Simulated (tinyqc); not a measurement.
Thin-body transistor below threshold, two-dimensional Poisson equation on a small mesh: one step of the calculation.

A thin body on a thick buried insulator of low permittivity, taken as carrying no normal field at the bottom of the body (row 0). Mobile charge is neglected (subthreshold), the body is fully depleted, and potentials are counted from the intrinsic level; rows run upward to the gate, columns from source to drain.

Problem. Gauss-Seidel sweep. Free nodes: rows 0..3, columns 1..5, taken row by row from row 0, left to right. t = (up psi(above) + dn psi(below) + lat [psi(left) + psi(right)] + s)/(up + dn + 2 lat), with the newest neighbours; psi(new) = t.

psi at the start (fixed values on the edges, free nodes at zero) (V):
```
              j=0         j=1         j=2         j=3         j=4         j=5         j=6
row 0  0.49000000  0.00000000  0.00000000  0.00000000  0.00000000  0.00000000  0.54000000
row 1  0.49000000  0.00000000  0.00000000  0.00000000  0.00000000  0.00000000  0.54000000
row 2  0.49000000  0.00000000  0.00000000  0.00000000  0.00000000  0.00000000  0.54000000
row 3  0.25500000  0.00000000  0.00000000  0.00000000  0.00000000  0.00000000  0.28000000
row 4  0.02000000  0.02000000  0.02000000  0.02000000  0.02000000  0.02000000  0.02000000
```

up, row 0 to 3: [31.466667, 31.466667, 46.511628, 46.511628]
dn, row 0 to 3: [0, 31.466667, 31.466667, 46.511628]
lat, row 0 to 3: [2.2125000, 4.425, 8.9312500, 13.437500]
s, row 0 to 3 (V): [0, 0, 0, 0]

Give: psi after iteration 1.

Solution.

psi after iteration 1 (V):
```
          j=0     j=1     j=2     j=3     j=4     j=5     j=6
row 0  0.4900  0.0302  0.0019  0.0001  0.0000  0.0333  0.5400
row 1  0.4900  0.0434  0.0035  0.0003  0.0000  0.0479  0.5400
row 2  0.4900  0.0599  0.0067  0.0007  0.0001  0.0660  0.5400
row 3  0.2550  0.0596  0.0170  0.0099  0.0089  0.0658  0.2800
row 4  0.0200  0.0200  0.0200  0.0200  0.0200  0.0200  0.0200
```

Numbers from tinyqc (`OMP_NUM_THREADS=1 python tinyqc.py 2480158 2480159 out.jsonl`; about 0.2 s on one thread of a shared Intel Xeon 2.30GHz).
